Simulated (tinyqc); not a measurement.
# Worked calculation: threshold-voltage variability of a planar MOSFET, analytic estimates

tinyqc, about 0.01 s, one thread, Intel Xeon 2.30GHz (shared host): `OMP_NUM_THREADS=1 python tinyqc.py 2090077 2090078 out.jsonl` Printed values are rounded.

Three independent sources add in quadrature: random dopants in the depleted layer, metal-gate grains of two orientations, and roughness of the two gate edges acting through the roll-off VT = VT(long) - Vr exp(-L/l). These are first-order estimates: no three-dimensional electrostatics, no percolation.

Values chosen for this exercise; material values close to those of silicon: temperature T = 250 K; band gap Eg = 1.14 eV; relative permittivity of the semiconductor eps_r = 11.9; conduction-band density of states at T Nc = 2.17e19 cm^-3; valence-band density of states at T Nv = 2.05e19 cm^-3; channel doping Na = 4.9e17 cm^-3; oxide-equivalent thickness in inversion ti = 2.6 nm; gate length L = 20 nm; gate width W = 93 nm; metal grain size G = 7 nm; work-function difference of the two grain orientations dW = 0.1 eV; share of the orientation of higher work function p = 0.4; rms roughness of one gate edge De = 1.7 nm; correlation length of the roughness La = 10 nm; decay length of the threshold roll-off l = 3.6 nm; prefactor of the roll-off Vr = 2.3 V; subthreshold factor n = 1.24; gm/I of a matched pair gI = 25 1/V; spread of the gain factor of one device sb = 2.7 %; number of cells Nb = 268435456; wanted yield Y = 0.99.

Constants: q = 1.602176634e-19 C, kB = 1.380649e-23 J/K, Vt = kB T/q, eps0 = 8.8541878128e-14 F/cm where lengths are in cm. Results are converted to the units shown.

Range of the model: The depletion depth exceeds L, so source and drain share much of the charge and the dopant estimate is rough. gI s exceeds 0.2, so the linear formula for the current mismatch is only a rough guide.

## Random dopants

ni = sqrt(Nc Nv) exp(-Eg/(2 Vt)), Eg in volts; Cox = 3.9 eps0/ti; Wd = sqrt(4 eps0 eps_r Vt ln(Na/ni)/(q Na)); dopants: s1 = (q/Cox) sqrt(Na Wd/(3 L W)). The slope A1 = s1 sqrt(L W); mean number of dopants Na L W Wd.

Cox = 1.32813 uF/cm^2
Wd = 51.2338 nm
mean number of dopants = 46.6945
A1 = 1.10353 mV um
s1 = 25.5876 mV

Counting alone, 1/sqrt(N) of the depletion voltage q Na Wd/Cox = 303 mV, would give sqrt(3) times more: dopants deep in the layer act less on the surface.

## Metal grains and edge roughness

Grains: Ng = L W/G^2 (at least 1), s2 = dW sqrt(p (1 - p)/Ng). Edges, with exponential correlation and u = W/La: the mean gate length has sL^2 = 2 De^2 (2/u)[1 - (1 - exp(-u))/u]; s3 = sL (Vr/l) exp(-L/l).

Ng = 37.9592
s2 = 7.95147 mV
sL = 1.05326 nm
dVT/dL = 2.46989 mV/nm
s3 = 2.60145 mV

## Total spread, mismatch and leakage

s = sqrt(s1^2 + s2^2 + s3^2). For a pair: s(dVT) = sqrt(2) s; current mismatch sqrt(2) sqrt((gI s)^2 + sb^2); input offset = current mismatch/gI. For a Gaussian VT the off current is log-normal with mean/median = exp(s^2/(2 (n Vt)^2)).

s = 26.9206 mV
s(dVT) = 38.0715 mV
current mismatch = 95.2553 %
input offset = 38.1021 mV
mean/median of Ioff = 1.66159

The dopants give 90.3 % of the variance; without them s would be 8.37 mV. A current mismatch this large is beyond the linear estimate.

## Iteration 1: margin in standard deviations for the wanted yield

k at the start = 2

Cells fail independently with probability Q(k) = erfc(k/sqrt(2))/2 when the margin is k standard deviations, and Y = exp(-Nb Q(k)). phi = exp(-k^2/2)/sqrt(2 pi). Newton steps on ln Q(k) = ln(-ln(Y)/Nb): k(new) = k + [ln Q - ln(-ln(Y)/Nb)] Q/phi.

Q(k) = 0.0227501
phi = 0.0539910
k after iteration 1 = 10.5222

## Iteration 2: margin in standard deviations for the wanted yield

As before.

Q(k) = 3.41199e-26
phi = 3.62204e-25
k after iteration 2 = 7.25990

## Course of the iteration: margin in standard deviations for the wanted yield

Stop when k changes by less than 1e-9, or after 30 iterations.

Course of the iteration:

| iteration | k | \|change\| |
|---|---|---|
| 1 | 10.5222 | 8.52 |
| 2 | 7.25990 | 3.26 |
| 3 | 6.54783 | 0.712 |
| 4 | 6.51064 | 0.0372 |
| 5 | 6.51054 | 1.02e-4 |
| 6 | 6.51054 | 7.61e-10 |

Converged in 6 iterations. At the end the number of correct digits about doubles with each step. With s(dVT) = 38.1 mV, 6.51 standard deviations are 248 mV.
